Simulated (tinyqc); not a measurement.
Closing and inverting the gap: three-level Kane dispersion of a narrow-gap semiconductor.

Zero of energy at Gamma8, c = hbar^2/2m0, P^2 = Ep c. The free-electron term and remote bands are left out, so the heavy holes are flat at E = 0 and the other three bands obey E (E - Eg)(E + Dso) = P^2 k^2 (E + 2 Dso/3). The conduction band is the highest root; its edge is Ec = max(Eg, 0).

Constants: hbar^2/2m0 = 3.80998211 eV angstrom^2.

Values chosen for the exercise (out of a larger set: near those of InAs; not measured data): Dso = 0.39 eV (spin-orbit splitting); Ep = 22.4 eV (Kane energy); k = 0.018 1/angstrom (wave vector).

Eg is varied at fixed k, Dso and Ep. Edge mass: Eg (Eg + Dso)/(Ep (Eg + 2 Dso/3)) for Eg > 0, 3 |Eg|/(2 Ep) for Eg < 0. The Gamma6 weight of the conduction state is 1/(1 + P^2 k^2 [(2/3)/E^2 + (1/3)/(E + Dso)^2]).

Results:
```
Eg (eV)      m0*  highest root (eV)  middle (eV)  lowest (eV)  E - Ec (meV)  Gamma6 weight
-0.400   0.02679             0.0436      -0.3219      -0.5117          43.6          0.093
-0.200   0.01339             0.0729      -0.2256      -0.4372          72.9          0.222
-0.080   0.00536             0.1085      -0.1574      -0.4210         108.5          0.384
0.020    0.00131             0.1555      -0.1118      -0.4137         135.5          0.558
0.080    0.00494             0.1919      -0.0912      -0.4107         111.9          0.655
0.200    0.01145             0.2797      -0.0632      -0.4064          79.7          0.796
0.400    0.02137             0.4518      -0.0396      -0.4022          51.8          0.906
```

Give the missing row, Eg (eV) = -0.020.

Computed row:
```
Eg (eV)      m0*  highest root (eV)  middle (eV)  lowest (eV)  E - Ec (meV)  Gamma6 weight
-0.020   0.00134             0.1346      -0.1284      -0.4162         134.6          0.487
```

The edge mass vanishes with |Eg| from both sides, yet the kinetic energy at this k stays finite, at most 135.5 meV in the table; at Eg = 0 the two-level form, without the split-off band, gives the linear value sqrt(2/3) P k = 135.8 meV. The Gamma6 weight of the conduction state goes smoothly from 0.09 to 0.91 and is 0.49 and 0.56 in the two rows next to Eg = 0: at finite k nothing jumps at the inversion.

Run: tinyqc, `OMP_NUM_THREADS=1 python tinyqc.py 1080761 1080762 out.jsonl`; Intel(R) Xeon(R) Processor @ 2.30GHz, one thread, shared host; about 0.01 s of CPU time with all checks.
